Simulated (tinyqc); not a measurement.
What moves the results: interface roughness in a thin film (subband fluctuation and scattering). A value that a table varies takes the place of the one given here.

Square well of width t, barriers V0, c = hbar^2/2m0: E1 solves k t + 2 atan[(k/mz)/(kappa/mb)] = pi, k = sqrt(mz E/c), kappa = sqrt(mb (V0 - E)/c). One interface is rough, so the subband edge fluctuates by G dt with G = |dE1/dt| (central difference of 0.01 angstrom; 2 E1/t for hard walls).

Gaussian roughness spectrum S(q) = pi D^2 Lc^2 exp(-q^2 Lc^2/4). Degenerate gas, taken to fill one subband (the second starts to fill once c kF^2/md exceeds E2 - E1, which is not tested here): kF = sqrt(2 pi Ns/gv), q = 2 kF sin(theta/2), 1/tau = (md/(2 pi c hbar)) G^2 times the integral from 0 to pi of S(q)(1 - cos theta)/eps(q)^2 dtheta, eps(q) = 1 + qs/q with screening (qs = gv md q0/(c eps), q0 = e^2/(4 pi eps0), form factors left out, which overstates the screening; other scattering is left out too, so these values lie far above measured mobilities in all but the thinnest films) or 1 without; mobility = tau c2/md with c2 = e/m0 = 1.75882e15 cm^2/(V s^2); 1e12/cm^2 = 1e-4/angstrom^2.

Constants: hbar^2/2m0 = 3.80998211 eV angstrom^2; hbar = 6.58211957e-16 eV s; e^2/(4 pi eps0) = 14.39964547 eV angstrom.

Parameters, chosen for this exercise (near those of a thin GaN channel; the results hold for these values, not for the real material):
```
symbol  value                          unit         meaning
mz      0.196                          m0           confinement mass
V0      1.98                           eV           barrier
mb      0.33                           m0           barrier mass
md      0.196                          m0           mass in the plane
gv      1                                           valleys
D       3.6                            angstrom     rms height of the roughness
Lc      20                             angstrom     correlation length
Ns      11                             x 1e12/cm^2  sheet density
eps     9.8                                         mean dielectric constant at the channel
ts      (28, 35, 42, 50, 62, 80, 105)  angstrom     thicknesses
t       50                             angstrom     film thickness
Ll      (4, 8, 14, 22, 35, 55, 90)     angstrom     correlation lengths
```

## The sixth-power law

Screened mobility against thickness for the finite barrier and for hard walls.

Results:
```
t (angstrom)  E1 (meV)  G (meV/angstrom)  mobility (cm^2/(V s))  the same, hard walls
28               147.2             8.169               3.60e+03                   785
35               103.2             4.795               1.04e+04              3.00e+03
42                76.4             3.051               2.58e+04              8.95e+03
50                56.8             1.956               6.28e+04              2.55e+04
62                39.0             1.113               1.94e+05              9.26e+04
80                24.7             0.561               7.63e+05              4.27e+05
105               15.0             0.265               3.42e+06              2.18e+06
```

How do the results move?

With hard walls G goes as 1/t^3 and the mobility as t^6. With the finite barrier the local exponent is 4.78 at the thin end and 5.51 at the thick end, since the envelope leaks out and softens the dependence. The least value is 3.6e+03 cm^2/(V s). EF - E1 = 134 meV exceeds about 3 E1, the distance to the next subband of the ladder, from 62 angstrom on, where the one-subband formula no longer holds. The gate field, which also presses carriers to the interface, is left out.

## Correlation length

Fixed D; bare and screened mobility.

Results:
```
Lc (angstrom)  kF Lc  bare mobility (cm^2/(V s))  screened mobility (cm^2/(V s))
4               0.33                    1.00e+05                        2.41e+05
8               0.67                    3.19e+04                        7.79e+04
14              1.16                    1.95e+04                        5.01e+04
22              1.83                    2.43e+04                        7.31e+04
35              2.91                    4.68e+04                        2.18e+05
55              4.57                    7.95e+04                        6.33e+05
90              7.48                    1.33e+05                        2.06e+06
```

What can be read from the table?

The bare mobility is lowest at Lc = 14 angstrom of those listed (kF Lc = 1.16). The screened mobility is lowest at Lc = 14 angstrom of those listed (kF Lc = 1.16). Short roughness averages out (mobility as 1/Lc^2; the first two rows give exponent -1.65), and long roughness deflects only by small angles (bare mobility rising as Lc; the last two rows give 1.05).

## What each parameter does

G, G D, and the screened mobility. Each row changes one parameter from the base and keeps the others.

Results:
```
case                   G (meV/angstrom)  G D (meV)  mobility (cm^2/(V s))
base                              1.956       7.04              6.276e+04
t = 56 angstrom                   1.456       5.24              1.132e+05
D = 4.68 angstrom                 1.956       9.15              3.713e+04
Lc = 28 angstrom                  1.956       7.04              1.243e+05
Ns = 17.6 x 1e12/cm^2             1.956       7.04              1.294e+05
mz = 0.225 m0                     1.797       6.47              7.435e+04
md = 0.225 m0                     1.956       7.04              5.322e+04
V0 = 1.39 eV                      1.806       6.50              7.357e+04
eps = 11.8                        1.956       7.04              5.476e+04
```

What can be read from the table?

The largest shifts from the base row, up to three for each result and ties (the steps differ in size, so this ranks the rows, not the parameters). G (meV/angstrom): t -0.500, mz -0.159, V0 -0.149; unchanged at the printed digits by D, Lc, Ns, md and eps. G D (meV): D +2.11, t -1.80, mz -0.57; unchanged at the printed digits by Lc, Ns, md and eps. mobility (cm^2/(V s)): Ns +6.66e+04, Lc +6.15e+04, t +5.04e+04. In the base case G D is 0.052 times EF - E1 = 134.4 meV.

Run: tinyqc, `OMP_NUM_THREADS=1 python tinyqc.py 1250312 1250313 out.jsonl`; Intel(R) Xeon(R) Processor @ 2.30GHz, one thread, shared host; about 0.01 s of CPU time with all checks.
